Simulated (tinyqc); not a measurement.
# p-type polysilicon, carrier trapping at grain boundaries: effect of the doping

One-dimensional grains of size Lg, uniform ionised doping N, monovalent traps Qt at each boundary at a depth Et below (for electrons) or above (for holes) the band edge there, abrupt depletion of width W on each side of a boundary, Boltzmann statistics. xi is the distance from the band edge at the grain centre to the Fermi level. Trapped charge Qt/(1 + exp((xi + VB - Et)/Vt)) = 2 N W, barrier VB = q N W^2/(2 eps0 eps_r).

If the trap equation with xi = Vt ln(NB/N) has a root W < Lg/2, the grain is partly depleted; otherwise W = Lg/2 and the trap equation gives xi = Et - VB + Vt ln(Qt/(N Lg) - 1). N* = Qt/Lg. n0 = NB exp(-xi/Vt); mean density n0 (1 - 2 W/Lg) by charge balance in a partly depleted grain, and n0 (sqrt(pi)/2) erf(u)/u with u = sqrt(VB/Vt) in a fully depleted one; v = sqrt(kB T/(2 pi ms m0)); barrier resistivity Vt exp(VB/Vt)/(q fe n0 v Lg); grain resistivity (1 - 2 W/Lg)/(q n0 mug); effective mobility 1/(q mean density total resistivity). Rows with xi above 0.45 V, towards mid-gap, are left out, since the other carrier type is ignored.

Parameters, values chosen for the exercise; values of the order met in polycrystalline silicon:
- T = 300 K (temperature)
- eps_r = 11.7 (relative permittivity)
- NB = 2.65e19 cm^-3 (valence-band density of states at T)
- Lg = 42 nm (grain size)
- Qt = 7.2e11 cm^-2 (trap density of a grain boundary)
- Et = 0.43 eV (depth of the trap level from the majority band edge at the boundary)
- ms = 0.34 m0 (mass for thermionic emission)
- fe = 1 (correction factor of the emission rate)
- mug = 150 cm^2/(V s) (mobility inside the grains)

Constants: q = 1.602176634e-19 C, kB = 1.380649e-23 J/K, m0 = 9.1093837015e-31 kg, Vt = kB T/q, eps0 = 8.8541878128e-14 F/cm where lengths are in cm. Results are converted to the units shown.

Effect of the doping:
```
N (cm^-3),N/N*,depleted share 2 W/Lg,VB (V),xi (V),mean density (cm^-3),resistivity (ohm cm),effective mobility (cm^2/(V s))
3.8e16,0.22167,1.0000,0.012959,0.44951,6.3668e11,18467,530.84
8e16,0.46667,1.0000,0.027282,0.40617,2.9313e12,6010.8,354.24
1.7e17,0.99167,1.0000,0.057974,0.24848,1.0141e15,44.197,139.25
3.5e17,2.0417,0.48979,0.028633,0.11186,1.7857e17,0.13268,263.44
7.4e17,4.3167,0.23166,0.013543,0.092505,5.6857e17,0.062205,176.47
1.6e18,9.3333,0.10714,0.0062637,0.072570,1.4286e18,0.029851,146.36
3.3e18,19.250,0.051948,0.0030369,0.053855,3.1286e18,0.014792,134.87
6.9e18,40.250,0.024845,0.0014525,0.034787,6.7286e18,0.0071572,129.61
```

As N goes from 3.8e16 to 6.9e18, VB goes from 0.0130 through a maximum of 0.0580 (at N = 1.7e17 among the rows listed) to 0.00145 V, the resistivity falls from 18500 to 0.00716 ohm cm and the effective mobility moves up and down between 130 and 531 cm^2/(V s). The steepest fall of the resistivity among the rows, as N^(-8.0), lies between N = 1.7e17 and 3.5e17 cm^-3; N* = 1.71e17 cm^-3. While the grain is fully depleted VB grows as N; once the traps are full it falls as 1/N. For N = 3.3e18, 6.9e18 xi is under 2.5 Vt, where Boltzmann statistics begin to fail. For N = 3.8e16, 7.4e17, 1.6e18, 3.3e18, 6.9e18 VB is below Vt, where abrupt depletion and thermionic emission are rough. For N = 3.8e16, 8e16, 3.5e17, 7.4e17 the effective mobility exceeds mug, since drift through the depleted part of the grain is left out.

Program tinyqc, `OMP_NUM_THREADS=1 python tinyqc.py 2830209 2830210 out.jsonl`; Intel Xeon 2.30GHz, shared host, one thread, about 0.01 s.
